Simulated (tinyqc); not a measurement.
Landau-Devonshire theory of a uniaxial ferroelectric. Inputs raised by 5 %, one at a time. Computed by tinyqc, a small Python program. Command: `OMP_NUM_THREADS=1 python tinyqc.py 3030840 3030841 out.jsonl ferro sens`. One thread of a shared host (Intel(R) Xeon(R) Processor @ 2.30GHz), about 0.01 s of CPU time with the checks.

G(P) = (alpha/2) P^2 + (beta*/4) P^4 + (gamma/6) P^6 - E P per volume, SI units, one domain, P along the polar axis.

Inputs (values chosen for the exercise, for a model ferroelectric): alpha_0 = 2.01e+06 J m/(C^2 K); Curie-Weiss temperature T0 = 800 K; beta = 2.53e+08 J m^5/C^4; gamma = 2.24e+09 J m^9/C^6; temperature T = 492 K; gradient coefficient g = 1.4e-11 J m^3/C^2.

Sample: free crystal.

Constants: eps_0 = 8.8541878128e-12 F/m.

Method:
- alpha = alpha_0 (T - T0*), T0* = T0, beta* = beta.
- Ps^2 = [-beta* + sqrt(beta*^2 - 4 alpha gamma)]/(2 gamma).
- chi = 1/(eps_0 G''), G'' = alpha + 3 beta* P^2 + 5 gamma P^4 at Ps. Ps, chi and the coercive field are for perfect screening, without a depolarising field. The intrinsic coercive field is |alpha P + beta* P^3 + gamma P^5| at the P_c where G'' = 0. 1 C/m^2 = 100 microcoulomb/cm^2.
- With the term (g/2) (dP/dx)^2, (g/2) P'^2 = G(P) - G(Ps) across the wall: energy = int_(-Ps)^(Ps) sqrt(2 g [G(P) - G(Ps)]) dP (40 Gauss-Legendre points); width = 2 Ps over the slope at P = 0, sqrt(2 |G(Ps)|/g). Elastic coupling inside the wall is left out.

Runs:
```
input moved                               from          to  susceptibility chi  wall energy (mJ/m^2)  wall width (nm)  well depth G(Ps) (MJ/m^3)
base run                                     -           -               50.48                 48.59           0.3776                      -92.8
alpha_0 (J m/(C^2 K))                  2010000     2110500               47.97                 51.19           0.3683                     -100.2
Curie-Weiss temperature T0 (K)             800         840               44.42                 55.35           0.3547                     -112.4
beta (J m^5/C^4)                     253000000   265650000               50.72                 48.27           0.3780                      -92.1
gamma (J m^9/C^6)                   2240000000  2352000000               50.36                 47.58           0.3774                      -90.9
temperature T (K)                          492       516.6               55.08                 44.46           0.3940                      -81.3
gradient coefficient g (J m^3/C^2)     1.4e-11    1.47e-11               50.48                 49.79           0.3869                      -92.8
```

Exponents ln(y'/y) / ln(x'/x):
```
input                       susceptibility chi  wall energy  wall width  well depth G(Ps)
alpha_0                                 -1.047        1.067      -0.511             1.575
Curie-Weiss temperature T0              -2.619        2.668      -1.279             3.939
beta                                     0.097       -0.139       0.023            -0.156
gamma                                   -0.047       -0.433      -0.011            -0.425
temperature T                            1.789       -1.824       0.873            -2.691
gradient coefficient g                   0.000        0.500       0.500             0.000
```

Among the inputs moved here: susceptibility chi answers most in size to Curie-Weiss temperature T0 (exponent -2.619), next to temperature T (+1.789); its exponent is below 0.0005 for gradient coefficient g. Wall energy answers most in size to Curie-Weiss temperature T0 (exponent +2.668), next to temperature T (-1.824). Its exponent +0.500 in gradient coefficient g: wall energy scales as sqrt(g). Wall width answers most in size to Curie-Weiss temperature T0 (exponent -1.279), next to temperature T (+0.873). Its exponent +0.500 in gradient coefficient g: wall width scales as sqrt(g). Well depth G(Ps) answers most in size to Curie-Weiss temperature T0 (exponent +3.939), next to temperature T (-2.691); its exponent is below 0.0005 for gradient coefficient g.

Caution (all rows): a wall under 0.8 nm, some two lattice spacings, wide is outside the continuum picture.
